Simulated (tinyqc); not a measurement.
Worked calculation: trap in a gate oxide as a short-range spherical well. Values are carried at full precision from step to step, so a last printed digit may differ when a step is redone from the rounded ones.

A spherical well of radius R and depth V0 below the conduction edge, one mass m, c = hbar^2/2m0. The s level at binding Et solves k cot(k R) = -kappa with k = sqrt(m (V0 - Et)/c), kappa = sqrt(m Et/c); it exists for V0 > Vc = c (pi/2R)^2/m. Outside, psi falls as exp(-kappa r)/r.

Constants: hbar^2/2m0 = 3.80998211 eV angstrom^2; fine-structure constant alpha = 0.007297352564; hc = 1239.841984 eV nm; kB = 8.617333262e-05 eV/K.

Inputs chosen for the exercise (near those of SiO2 on 4H SiC; shifted at random, so the results belong to these values and not to a real crystal):
```
symbol  value  unit       meaning
R       3.2    angstrom   radius of the well
V0      6.98   eV         depth of the well
m       0.448  m0         mass
n_r     1.48              refractive index
dEc     2.67   eV         conduction offset to the channel
Fox     2.3    MV/cm      oxide field, lowering levels away from the channel
t0      1.5    x 1e-11 s  time constant at the interface
T       200    K          temperature
EF      -0.03  eV         Fermi level above the channel edge
x       4      angstrom   depth of the trap
```

## The bound level

Solve for Et; the share outside is [sin^2(kR)/(2 kappa)]/[sin^2(kR)/(2 kappa) + R/2 - sin(2kR)/(4k)].

Et = 2.7680 eV
k = 0.7038 1/angstrom
kappa = 0.5705 1/angstrom
share outside = 0.214
Vc = 2.049 eV

The well is 3.41 times the critical depth. Since dEt/dV0 equals the share inside, 0.79, a 1 % change of V0 moves Et by 2.0 %. The decay length is 1.8 angstrom, 0.5 times R.

## Peak of the photo-ionisation cross-section

Lucovsky model (delta well, plane-wave final states, no local-field factor): sigma = (32 pi alpha c/(3 n_r m Et)) (x - 1)^(3/2)/x^3, x = h nu/Et, c = hbar^2/2m0; 1 angstrom^2 = 1e-16 cm^2.

The maximum lies at x = 2. Give the photon energy, its wavelength and sigma there.

h nu = 5.536 eV
wavelength = 224 nm
sigma = 6.35 x 1e-18 cm^2

With 21 % of the state outside the well the delta-well form is only a rough model of this centre.

## Level, tunnelling time and occupation

Energies from the conduction edge of the channel. The trap level at depth x is E_T = dEc - Et - e Fox x (1 MV/cm = 0.01 eV/angstrom). An electron at the channel edge tunnels with the WKB exponent S = (4/3) sqrt(m/c) [dEc^(3/2) - (dEc - e Fox x)^(3/2)]/(e Fox), c = hbar^2/2m0; tau = t0 exp(S); the occupation is f = 1/(1 + exp((E_T - EF)/kB T)), tau_c = tau/f and tau_e = tau/(1 - f). Lattice relaxation is left out; a level below the channel edge needs phonons as well, so tau is then a lower bound, while a level above it can also empty elastically at its own energy, through a thinner barrier, faster than this tau.

Give E_T, S, tau and ln(tau_c/tau_e) = (E_T - EF)/kB T.

E_T = -0.190 eV
S = 4.444
tau = 1.28e-09 s
ln(tau_c/tau_e) = -9.3

The level lies 9 kB T below EF, so the trap is mostly filled. A flat barrier would give S = 2 sqrt(m dEc/c) x = 4.48.

## Checks

- Et from the radial equation on a grid against the matching condition, eV: both 2.77.

Program tinyqc; command `OMP_NUM_THREADS=1 python tinyqc.py 1252263 1252264 out.jsonl`; about 0.01 s on one thread of a shared Intel(R) Xeon(R) Processor @ 2.30GHz.
